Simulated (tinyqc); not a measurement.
## Junction parameters from two forward currents

Problem. D(v) = J1 (exp(v/Vt) - 1) + J2 (exp(v/(2 Vt)) - 1). Find J1, J2 and the voltage 2 Vt ln(J2/J1) near which both parts are equal.

Inputs (values chosen for the exercise): temperature T = 398 K.

Constants: q = 1.602176634e-19 C, kB = 1.380649e-23 J/K, Vt = kB T/q. Results are converted to the units shown.

junction voltages (V): [0.31, 0.63]
currents (uA/um): [2.2274630e-7, 7.8461416e-5]

Solution. The current is linear in J1 and J2, so two points give two equations.

J1 = 5.80e-13 uA/um
J2 = 2.40e-9 uA/um
crossover = 0.571 V

Program tinyqc, `OMP_NUM_THREADS=1 python tinyqc.py 2182208 2182209 out.jsonl`; Intel Xeon 2.30GHz, shared host, one thread, about 0.2 s.
